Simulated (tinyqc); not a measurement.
# Short-channel transistor, virtual-source model with series resistance: effects of single changes

The current per gate width is the charge at the top of the source barrier (the virtual source) times its velocity times a saturation function; al and be are fitting constants of the model. Units: I in uA/um, Rs in ohm um, so I Rs = 1e-6 I Rs in volts; Q in uC/cm^2, so I = 1e-4 Q vx0 Fsat with vx0 in cm/s.

Inputs (values chosen for the exercise): temperature T = 273 K; inversion capacitance Cinv = 1.7 uF/cm^2; velocity at the virtual source vx0 = 2.74e7 cm/s; apparent mobility mu = 120 cm^2/(V s); channel length L = 130 nm; threshold at zero drain voltage VT0 = 0.301 V; drain-induced barrier lowering dl = 0.024 V/V; subthreshold factor n0 = 1.46; growth of n with drain voltage nd = 0 1/V; threshold shift (in units of Vt) from weak to strong inversion al = 3.5; sharpness of saturation be = 2; series resistance of each contact Rs = 250 ohm um.

Constants: q = 1.602176634e-19 C, kB = 1.380649e-23 J/K, Vt = kB T/q. Results are converted to the units shown.

Each table varies one quantity; the others keep the values above.

## Effect of the threshold at zero drain voltage on the on and off currents

Intrinsic voltages Vg' = Vgs - I Rs, Vd' = Vds - 2 I Rs. n = n0 + nd Vd', VT = VT0 - dl Vd', Ff = 1/(1 + exp((Vg' - VT + al Vt/2)/(al Vt))), Q = Cinv n Vt ln(1 + exp((Vg' - VT + al Vt Ff)/(n Vt))), Vdsat = (vx0 L/mu)(1 - Ff) + Vt Ff, Fsat = u/(1 + u^be)^(1/be) with u = Vd'/Vdsat, and I = Q vx0 Fsat per width. I is solved self-consistently. Ion is I at Vgs = Vds = 0.8 V, Ioff at Vgs = 0, Vds = 0.8 V, and Rlin = Vds/I at Vgs = 0.8 V, Vds = 0.05 V.

Effect of the threshold at zero drain voltage on the on and off currents:
```
VT0 (V),Ion (uA/um),Ioff (nA/um),log10(Ion/Ioff),Rlin (ohm um)
0.15,473.7,1.352e4,1.545,1492
0.2,446.7,5119,1.941,1574
0.25,418.8,1579,2.424,1672
0.3,389.8,425.4,2.962,1788
0.35,359.8,106.7,3.528,1929
0.4,328.9,25.82,4.105,2104
0.45,297.2,6.139,4.685,2324
0.5,264.8,1.447,5.263,2607
```

Read the table: what changes, and by how much?

As VT0 goes from 0.15 to 0.5 V, Ion falls from 474 to 265 uA/um, Ioff falls from 13500 to 1.45 nA/um and Rlin rises from 1490 to 2610 ohm um. Ion changes by a factor of 0.559 and Ioff by 1.07e-4. The off current depends on it through an exponential, the on current about linearly. For VT0 = 0.15 to 0.25 V the off current passes 1 uA/um, so the device is hardly off at Vgs = 0.

## Effect of the drain-induced barrier lowering on the on and off currents

Same model as above.

Effect of the drain-induced barrier lowering on the on and off currents:
```
dl (V/V),Ion (uA/um),Ioff (nA/um),log10(Ion/Ioff),Rlin (ohm um)
0,380.50,244.75,3.1916,1792.9
0.04,394.85,584.49,2.8297,1789.2
0.08,408.64,1348.5,2.4815,1785.6
0.12,421.91,2951.0,2.1552,1781.9
0.16,434.68,5994.5,1.8604,1778.3
0.2,446.99,11100,1.6050,1774.7
0.24,458.85,18624,1.3916,1771.1
0.28,470.30,28508,1.2174,1767.6
```

What does the table show?

As dl goes from 0 to 0.28 V/V, Ion rises from 381 to 470 uA/um, Ioff rises from 245 to 28500 nA/um and Rlin falls from 1790 to 1770 ohm um. Ion changes by a factor of 1.24 and Ioff by 116. The off current depends on it through an exponential, the on current about linearly. For dl = 0.08 to 0.28 V/V the off current passes 1 uA/um, so the device is hardly off at Vgs = 0.

## Supply voltage at a fixed off current

For each supply Vdd, VT0 is set so that I(Vgs = 0, Vds = Vdd) = 100 nA/um; Ion = I(Vdd, Vdd); C = Cinv L + 0.44 fF/um of parasitic capacitance; delay C Vdd/Ion, energy C Vdd^2.

Results:
```
Vdd (V),VT0 (V),Ion (uA/um),delay (ps),energy (fJ/um)
0.4,0.34178,57.891,18.310,0.42400
0.5,0.34462,112.25,11.804,0.66250
0.6,0.34726,182.41,8.7167,0.95400
0.7,0.34980,265.37,6.9903,1.2985
0.8,0.35229,358.40,5.9152,1.6960
1,0.35721,567.07,4.6732,2.6500
1.1,0.35964,680.22,4.2854,3.2065
```

Estimate the missing row, Vdd = 0.9 V.

Computed row:
```
Vdd (V),VT0 (V),Ion (uA/um),delay (ps),energy (fJ/um)
0.9,0.35476,459.45,5.1910,2.1465
```

With this row back in the table: The VT0 needed rises from 0.342 to 0.360 V and Ion rises from 57.9 to 680 uA/um. The delay falls from 18.3 to 4.29 ps, while the energy grows as Vdd^2. Going from 0.4 to 0.5 V changes the delay by -36 %, going from 1 to 1.1 V by -8.3 %.

Numbers from tinyqc (`OMP_NUM_THREADS=1 python tinyqc.py 2380145 2380146 out.jsonl`; about 0.02 s on one thread of a shared Intel Xeon 2.30GHz).
